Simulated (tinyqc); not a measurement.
Solubility, supersaturation, precipitation and gettering of an impurity in a silicon-like host: one step, computed by the program tinyqc. Command: `OMP_NUM_THREADS=1 python tinyqc.py 3023087 3023088 out.jsonl ripen walk`. One thread of a shared host (Intel(R) Xeon(R) Processor @ 2.30GHz), about 0.01 s of CPU time with the checks.

The wafer was saturated at T1 and is then held at T.

Problem. Segregation into a layer on one face. k = k_0 exp(E_g/(k_B T)); in equilibrium the bulk keeps C/C0 = 1/(1 + k t_g/w). For a strong sink on one face the slowest diffusion mode has tau_w = 4 w^2/(pi^2 D), and C/C0 is estimated as c_eq + (1 - c_eq)(8/pi^2) sum over odd m up to 99 of exp(-m^2 t/tau_w)/m^2. Precipitation is left out here.

Inputs (values chosen for the exercise, modelled on gold in silicon): temperature of saturation T1 = 1350 K; anneal temperature T = 906 K; anneal time t = 34000 s; wafer thickness w = 200 micrometre; segregation energy E_g = 0.85 eV; segregation prefactor k_0 = 0.0014; getter layer thickness t_g = 0.69 micrometre.

Gettering: segregation gettering in a layer.

D(T) = 1.002259e-10 cm^2/s

Constants: k_B = 8.617333262e-05 eV/K.

Give: segregation coefficient k; equilibrium C/C0; tau_w; mean C/C0 at t.

Solution.

segregation coefficient k = 74.89

equilibrium C/C0 = 0.7947

tau_w = 1.617e+06 s

mean C/C0 at t = 0.9786

Diffusion and capacity both matter.
